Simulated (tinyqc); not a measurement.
# Changing the band mass m*

Model: Froehlich polaron in a polar crystal. Computed by tinyqc, a small Python program. Command: `OMP_NUM_THREADS=1 python tinyqc.py 3011979 3011980 out.jsonl frohlich sweep`. One thread of a shared host (Intel(R) Xeon(R) Processor @ 2.30GHz), about 0.07 s of CPU time with the checks.

One electron in a parabolic band of mass m*, coupled to dispersionless LO phonons in the continuum model. Energies are in units of hbar omega unless marked, wave numbers in k_0 = sqrt(2 m* omega/hbar).

Inputs (values chosen for the exercise, for a model crystal): LO phonon energy hbar omega = 21.3 meV; eps_inf = 2.19; static dielectric constant eps_s = 9.44; electron wave number k/k_0 = 0.84.

Constants: hbar^2/(2 m_0) = 3.80998212 eV angstrom^2; e^2/(4 pi eps_0) = 14.39964548 eV angstrom.

Method:
- 1/eps* = 1/eps_inf - 1/eps_s; k_0 = sqrt(2 m* omega/hbar) = sqrt(m* hbar omega / (hbar^2/(2 m_0))) with m* in m_0; alpha = (e^2/(4 pi eps_0)) k_0/(2 eps* hbar omega); polaron length 1/k_0.
- At T = 0 and k < k_0: E(k) = (k/k_0)^2 - alpha arcsin(k/k_0)/(k/k_0); so E(0) = -alpha, 1/m_p = (1 - alpha/6)/m*, and the mean number of phonons in the cloud at k = 0 is alpha/2. The Lee-Low-Pines variational state gives the same E(0) and m_p = m* (1 + alpha/6).
- Feynman's bound: E(v, w) = 3 (v - w)^2/(4 v) - (alpha v/sqrt(pi)) int_0^infinity e^-u D(u)^(-1/2) du, D = w^2 u + ((v^2 - w^2)/v)(1 - e^(-v u)); integrals by 80 Gauss-Legendre points in s from 0 to 1 with u = 40 s^2.
- Minimise over v > w > 0 (simplex search); mass m_p/m* = 1 + (alpha v^3/(3 sqrt(pi))) int u^2 e^-u D^(-3/2) du.

One run for each value; columns: (1) band mass m* (m_0); (2) coupling constant alpha; (3) polaron energy, Feynman (meV); (4) m_p/m*, Feynman; (5) m_p/m*, Lee-Low-Pines; (6) polaron length 1/k_0 (angstrom):
```
(1)       (2)      (3)      (4)     (5)     (6)
0.040   1.773   -38.67    1.400  1.2954  66.872
0.073   2.395   -52.74    1.615  1.3991  49.501
0.130   3.196   -71.34    1.996  1.5326  37.094
0.240   4.342   -99.12    2.928  1.7237  27.300
0.450   5.946  -141.41    6.599  1.9909  19.937
0.820   8.026  -207.45   32.190  2.3377  14.769
1.500  10.855  -327.49  171.200  2.8092  10.920
```

Describe and explain the trends.

Over the rows, coupling constant alpha rises from 1.77 to 10.9 (exponent d ln y / d ln x about 0.50 throughout); polaron energy, Feynman (meV) falls from -38.7 to -327 (exponent d ln y / d ln x 0.52 between the first rows and 0.76 between the last); m_p/m*, Feynman rises from 1.40 to 171 (exponent d ln y / d ln x 0.24 between the first rows and 2.8 between the last). The exponent of coupling constant alpha stays at 0.50: alpha goes as sqrt(m*). The exponent of polaron length 1/k_0 stays at -0.50: the length goes as m*^(-1/2). A heavy electron is slow enough for the ions to follow. The Feynman mass is 1.081 times the Lee-Low-Pines one in the first row and 60.9 in the last (alpha = 11); the energy starts as -alpha hbar omega and gains an alpha^2 term. Left out: 2.70, 5.00 (alpha lies outside 0.02 to 14).

Caution (rows 0.130, 0.240, 0.450, 0.820, 1.50): second-order results are out of their range at this coupling; the perturbative mass diverges at alpha = 6.
